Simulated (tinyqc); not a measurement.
Inside a calculation. Method: ROHF in the sto-3g basis, for H3, spin multiplicity 2. One step of it, computed by the program tinyqc.

Question. Iteration 3: Roothaan effective Fock matrix. With projectors Pc = D(beta) S, Po = (D(alpha) - D(beta)) S, Pv = 1 - D(alpha) S, the block xy is Px^T F Py; with Fc = (F(alpha) + F(beta))/2, the blocks are Fc for cc, oo, vv and cv, F(beta) for co and F(alpha) for ov.

F(alpha) (hartree), lower triangle:
```
           1H 1s      2H 1s      3H 1s
1H 1s  -0.406830
2H 1s  -0.605790  -0.407044
3H 1s  -0.489048  -0.488265  -0.548777
```

F(beta) (hartree), lower triangle:
```
           1H 1s      2H 1s      3H 1s
1H 1s  -0.324496
2H 1s  -0.544273  -0.323745
3H 1s  -0.450212  -0.450031  -0.045530
```

D(alpha) after iteration 2, lower triangle:
```
           1H 1s      2H 1s     3H 1s
1H 1s   0.485786
2H 1s   0.487879   0.489990
3H 1s  -0.501092  -0.506337  1.520056
```

D(beta) after iteration 2, lower triangle:
```
          1H 1s     2H 1s     3H 1s
1H 1s  0.227694
2H 1s  0.227603  0.227511
3H 1s  0.113493  0.113448  0.056570
```

overlap S, lower triangle:
```
          1H 1s     2H 1s     3H 1s
1H 1s  1.000000
2H 1s  0.557811  1.000000
3H 1s  0.516366  0.516086  1.000000
```

Give: effective F.

Answer.

effective F (hartree), lower triangle:
```
         1H 1s    2H 1s    3H 1s
1H 1s  -0.3818
2H 1s  -0.5912  -0.3816
3H 1s  -0.4439  -0.4436  -0.2424
```
